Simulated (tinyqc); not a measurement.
Shallow acceptor in the spherical model (Baldereschi-Lipari), strong spin-orbit limit: one step, computed by the program tinyqc.

The 1S(3/2) state has an s envelope f(r) and a d envelope g(r). In effective units they obey -(f'' + 2f'/r + 2f/r) + mu (g'' + 5g'/r + 3g/r^2) = E f and -(g'' + 2g'/r - 6g/r^2 + 2g/r) + mu (f'' - f'/r) = E g. The cubic term, the split-off band and the central cell are left out.

Problem. Effective units and couplings. Ry* = Ry/(gamma_1 eps^2), a* = a_0 eps gamma_1, mu = (6 gamma_3 + 4 gamma_2)/(5 gamma_1), delta = (gamma_3 - gamma_2)/gamma_1; spherical masses 1/(gamma_1 (1 - mu)) (heavy) and 1/(gamma_1 (1 + mu)) (light).

Inputs (values chosen for the exercise, modelled on ZnSe):
```
quantity                 value  unit
Luttinger gamma_1         3.71     -
Luttinger gamma_2         1.23     -
Luttinger gamma_3         1.65     -
dielectric constant eps   8.98     -
```

Constants: Ry = 13.605693123 eV; a_0 = 0.529177210903 angstrom.

Give: Ry*; a*; mu; delta; heavy-hole mass; light-hole mass.

Solution.

Ry* = 45.48 meV

a* = 17.63 angstrom

mu = 0.7989

delta = 0.1132

heavy-hole mass = 1.340 m_0

light-hole mass = 0.1498 m_0
